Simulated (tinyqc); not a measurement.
What moves the order: mean-field antiferromagnet of the Hubbard model on the simple cubic lattice.

e(k) = -2 t (cx + cy + cz) - 4 t2 (cx cy + cy cz + cz cx), ci = cos ki; one electron a site; Q = (pi, pi, pi). <n_up - n_dn> = m cos(Q.R) gives Delta = U m/2 and bands E = e+ -/+ sqrt(e-^2 + Delta^2), e+- = (e(k) +- e(k + Q))/2 (the constant U/2 is dropped). Means run over the mesh k_i = 2 pi (j + 1/2)/N of the whole zone: mu from mean(f(E-) + f(E+)) = 1; m(out) = mean of Delta (f(E-) - f(E+))/sqrt(e-^2 + Delta^2); free energy per site F = -kT mean[ln(1 + exp(-(E- - mu)/kT)) + ln(1 + exp(-(E+ - mu)/kT))] + mu + U m^2/4.

Constants: kB = 8.617333262e-05 eV/K.

Values chosen for the exercise: t = 1.11 eV (nearest hopping); t2 = 0 eV (second hopping); U = 9.2 eV (on-site repulsion); T = 300 K.

Mesh N = 16, start m = 0.9; the gap (negative: overlap) is read for that Delta on the unshifted mesh N = 24.

One parameter was then changed.

Results before and after:
```
case          m  Delta (eV)  gap (eV)
base     0.8602      3.9571    7.9143
changed  0.8602      3.9571    7.6903
```

Which of these changes was made? (a) U = 10.12 eV; (b) t2 = -0.056 eV; (c) T = 900 K; (d) t = 1.221 eV.
Answer: (b) t2 = -0.056 eV. Of the candidates, run in turn, only this one gives the changed row.

All candidates:
```
case                 m  Delta (eV)  gap (eV)
base            0.8602      3.9571    7.9143
U = 10.12 eV    0.8809      4.4573    8.9146
t = 1.221 eV    0.8366      3.8486    7.6972
t2 = -0.056 eV  0.8602      3.9571    7.6903
T = 900 K       0.8602      3.9571    7.9143
```

tinyqc: `OMP_NUM_THREADS=1 python tinyqc.py 1652542 1652543 out.jsonl`; about 0.08 s, one thread, shared Intel(R) Xeon(R) Processor @ 2.30GHz.
